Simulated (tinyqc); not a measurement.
Plane-wave Kohn-Sham cycle with exchange-only LDA in a layered model solid, step by step. Computed by tinyqc, a small Python program that keeps every step. Settings: points = 16, plane-wave index or count = 3, electrons = 2, k points = 1, area = 23.0, mixing = 0.8, iteration cap = 59, Kerker q0 = 0.62. Command: `OMP_NUM_THREADS=1 python tinyqc.py 30127 30128 out.jsonl` (the two numbers bound the seeds that draw the settings). One thread of a shared host (Intel(R) Xeon(R) Processor @ 2.60GHz), about 0.01 s of CPU time with the checks.

A solid whose potential varies along x alone (atomic units):
```
parameter                      value
period a                   17.100000
cross-section of the cell  23.000000
electrons per cell                 2
grid points                       16
plane waves -n..n, n               3
k points                           1
V1 in V1 cos(2 pi x/a)     -0.120000
```

Stop when sqrt(dV sum R^2) is below 1e-8, dV = a A/N.

Course of the cycle:
```
iteration  E (hartree)  norm of the residual
1            -0.376403              1.12e-01
2            -0.277799              4.51e-02
3            -0.278829              4.44e-02
4            -0.282071              5.84e-02
5            -0.291983              6.59e-02
6            -0.289847              7.15e-02
7            -0.298961              7.17e-02
8            -0.289640              7.04e-02
9            -0.297555              7.01e-02
10           -0.289300              6.99e-02
11           -0.297310              6.99e-02
...                ...                   ...
49           -0.297377              6.99e-02
50           -0.289332              6.99e-02
51           -0.297377              6.99e-02
52           -0.289332              6.99e-02
53           -0.297377              6.99e-02
54           -0.289332              6.99e-02
55           -0.297377              6.99e-02
56           -0.289332              6.99e-02
57           -0.297377              6.99e-02
58           -0.289332              6.99e-02
59           -0.297377              6.99e-02
```

Can the last value be used, and what does the course show?

Not by the stop rule. Not converged within 59 iterations: the residual has stopped falling: the iteration swings between two states. Reruns (cap 100 unless said): mixing 0.1: not converged; mixing 0.5, Kerker q0 1.0: converged in 55 (E = -0.26998); mixing 0.3, Pulay depth 5: converged in 20 (E = -0.26998); the original settings with a cap of 400: not converged.
